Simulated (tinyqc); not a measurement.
Zigzag graphene nanoribbon in tight binding: one step. The edge state from the half-plane solution. Three cases, with inputs chosen for the exercise.

Question. On a half plane the state lives on one sublattice with amplitudes (-x)^n, x = 2 cos(k/2): weight 1 - x^2 on the edge site, decay length -1.5 acc/ln x of the amplitude. The two edges mix to |E| = sqrt(D^2 + e^2), e about t x^N (1 - x^2).

A zigzag ribbon of N chains, sites A1, B1, A2, ..., BN across it. For each k it is a chain with bonds -2t cos(k/2) (A_n to B_n) and -t (B_n to A_(n+1)), and +D, -D on A and B. A1 and BN are the edge sites; the Dirac points project to k = 2 pi/3.

Case 1.

Values chosen (near those used for graphene; the results hold for these values, not for the real material): t = 2.9 eV (hopping); N = 3 (zigzag chains); D = 0.32 eV (sublattice potential, +D on A and -D on B); acc = 1.42 angstrom (bond length).

2 cos(k/2) = 0.4477651

Case 2.

Values chosen (near those used for graphene; the results hold for these values, not for the real material): t = 2.64 eV (hopping); N = 3 (zigzag chains); D = 0.19 eV (sublattice potential, +D on A and -D on B); acc = 1.42 angstrom (bond length).

2 cos(k/2) = 0.5446265

Case 3.

Values chosen (near those used for graphene; the results hold for these values, not for the real material): t = 2.58 eV (hopping); N = 4 (zigzag chains); D = 0 eV (sublattice potential, +D on A and -D on B); acc = 1.42 angstrom (bond length).

2 cos(k/2) = 0.8078371

Give: edge weight; decay length; e; |E|.

Answer.

Case 1.

edge weight = 0.7995
decay length = 2.651 angstrom
e = 0.2081 eV
|E| = 0.3817 eV

Diagonalising the chain of 6 sites gives |E| = 0.3839 eV; the estimate is -0.6 % from it, since it drops terms of order x^(2N).

Case 2.

edge weight = 0.7034
decay length = 3.505 angstrom
e = 0.3000 eV
|E| = 0.3551 eV

Diagonalising the chain of 6 sites gives |E| = 0.3691 eV; the estimate is -3.8 % from it, since it drops terms of order x^(2N).

Case 3.

edge weight = 0.3474
decay length = 9.981 angstrom
e = 0.3817 eV
|E| = 0.3817 eV

Diagonalising the chain of 8 sites gives |E| = 0.5295 eV; the estimate is -27.9 % from it, since it drops terms of order x^(2N).

Computed by tinyqc, one run a case: `OMP_NUM_THREADS=1 python tinyqc.py N N+1 out.jsonl` with N = 1451563, 1452029, 1452166; one thread of a shared Intel(R) Xeon(R) Processor @ 2.30GHz, about 0.01 s a run at most.
